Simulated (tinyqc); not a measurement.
What each parameter does: Tamm state at the end of a one-band chain.

A half-infinite chain with site energy 0 and hopping -t, band E = -2t cos(ka); the end site has energy D. The surface Green function of the unperturbed half chain is g = (E -/+ sqrt(E^2 - 4t^2))/(2t^2), the root with |t g| <= 1 and Im g <= 0, and with the shift G = g/(1 - D g).

Parameters, chosen for this exercise:

| symbol | value | unit | meaning |
|---|---|---|---|
| t | 1.25 | eV | hopping |
| D | -3.74 | eV | shift of the end site |
| a | 3.9 | angstrom | spacing |
| E | 1.59 | eV | energy in the band |

E = D + t^2/D, weight 1 - (t/D)^2, decay length -a/ln|t/D|, surface density -Im G/pi at E.

One parameter was then changed.

Results before and after:

| case | bound level (eV) | weight | decay (angstrom) | density (1/eV) |
|---|---|---|---|---|
| base | -4.1578 | 0.8883 | 3.559 | 0.0143 |
| changed | -4.2006 | 0.8768 | 3.724 | 0.0153 |

Which of these changes was made? (a) E = 0.795 eV; (b) a = 4.29 angstrom; (c) D = -4.488 eV; (d) t = 1.3125 eV.

Answer: (d) t = 1.3125 eV. Of the candidates, run in turn, only this one gives the changed row.

All candidates:

| case | bound level (eV) | weight | decay (angstrom) | density (1/eV) |
|---|---|---|---|---|
| base | -4.1578 | 0.8883 | 3.559 | 0.0143 |
| t = 1.3125 eV | -4.2006 | 0.8768 | 3.724 | 0.0153 |
| D = -4.488 eV | -4.8362 | 0.9224 | 3.051 | 0.0106 |
| a = 4.29 angstrom | -4.1578 | 0.8883 | 3.914 | 0.0143 |
| E = 0.795 eV | -4.1578 | 0.8883 | 3.559 | 0.0204 |

Run: tinyqc, `OMP_NUM_THREADS=1 python tinyqc.py 1451483 1451484 out.jsonl`; Intel(R) Xeon(R) Processor @ 2.30GHz, one thread, shared host; about 0.01 s of CPU time with all checks.
